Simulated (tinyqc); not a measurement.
Rectangular fin or nanosheet with a gate all round, subbands and threshold shift from confinement: two steps of the calculation.

Undoped body with a flat potential across it, hard walls, transport along x. Three valley pairs (g = 2 each) with the longitudinal mass along x, y or z. Non-parabolicity enters the subband edges through E (1 + al E) = gamma, so E = 2 gamma/(1 + sqrt(1 + 4 al gamma)); motion within a subband is taken as parabolic with the band-edge mass. Energies are counted from the bulk band edge.

Values chosen for this exercise; masses close to those of silicon: temperature T = 200 K; longitudinal mass ml = 0.917 m0; transverse mass mt = 0.191 m0; non-parabolicity al = 0.5 1/eV; width (along y) t = 2.5 nm; widening of the box by penetration into the insulator dl = 0.3 nm; height (along z) H = 2.5 nm.

Constants: q = 1.602176634e-19 C, kB = 1.380649e-23 J/K, hbar = 1.054571817e-34 J s, m0 = 9.1093837015e-31 kg, Vt = kB T/q, hbar^2/(2 m0) = 0.0380998212 eV nm^2. Results are converted to the units shown.

Task 1. Lowest subbands. gamma = C pi^2 [a^2/(my (t + dl)^2) + b^2/(mz (H + dl)^2)], C = hbar^2/(2 m0). List the 5 lowest, labelled by valley axis and quantum numbers, with degeneracy g and N_k: N_k = g sqrt(2 mx m0 kB T/(pi hbar^2)).

Give: E_k; g; N_k.

Result 1.

```
subband,E_k (eV),g,N_k (cm^-1)
"y1,1",0.2676,2,3.317e6
"z1,1",0.2676,2,3.317e6
"y2,1",0.3859,2,3.317e6
"z1,2",0.3859,2,3.317e6
"x1,1",0.4158,2,7.267e6
```

Task 2. Threshold shift. Each subband has N_k = g sqrt(2 mx m0 kB T/(pi hbar^2)); without degeneracy n = exp(EF/Vt) sum N_k exp(-E_k/Vt). Classical value Nc times t H, Nc = sum over valleys of 2 g (m m0 kB T/(2 pi hbar^2))^1.5 with m = (mx my mz)^(1/3). Threshold shift dVT = Vt ln(classical value/sum N_k exp(-E_k/Vt)). Use the subbands listed.

```
subband,E_k (eV),N_k (cm^-1)
"y1,1",0.26761164,3.3167422e6
"z1,1",0.26761164,3.3167422e6
"y2,1",0.38588058,3.3167422e6
"z1,2",0.38588058,3.3167422e6
"x1,1",0.41579002,7.2674107e6
```

Find: shares; sum N_k exp(-E_k/Vt); Nc; classical value; dVT.

Result 2.

shares, subband y1,1 to x1,1 (%): [49.94, 49.94, 0.05, 0.05, 0.02]
sum N_k exp(-E_k/Vt) = 1.199 cm^-1
Nc = 1.499e19 cm^-3
classical value = 9.369e5 cm^-1
dVT = 233.9 mV

Computed by the program tinyqc: `OMP_NUM_THREADS=1 python tinyqc.py 2350161 2350162 out.jsonl`, one thread of a shared Intel Xeon 2.30GHz, about 0.3 s for the whole run.
